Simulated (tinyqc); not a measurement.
## Trapped share and trap depth from dynamic on-resistance

Problem. Traps remove the share ft of the electrons in the drain access (length Ld, sheet resistance Rsh before stress), so Ron grows by Rsh Ld ft/(1 - ft). The recovery time goes as T^(-2) exp(q Ea/(kB T)). Find ft and Ea.

Parameters, values chosen for the exercise: drain access length Ld = 12 um.

Constants: q = 1.602176634e-19 C, kB = 1.380649e-23 J/K. Results are converted to the units shown.

Ron before and just after an off-state stress (ohm mm): [12.725330, 19.659817]
Rsh = 831.57475 ohm
recovery times at 300 and 370 K (s): [0.04, 4.0579165e-4]

Solution. The rise of Ron over Rsh Ld is ft/(1 - ft); ln(t T^2) is linear in 1/T.

ft = 0.410
Ea = 0.570 eV

tinyqc, about 0.01 s, one thread, Intel Xeon 2.30GHz (shared host): `OMP_NUM_THREADS=1 python tinyqc.py 2570137 2570138 out.jsonl`
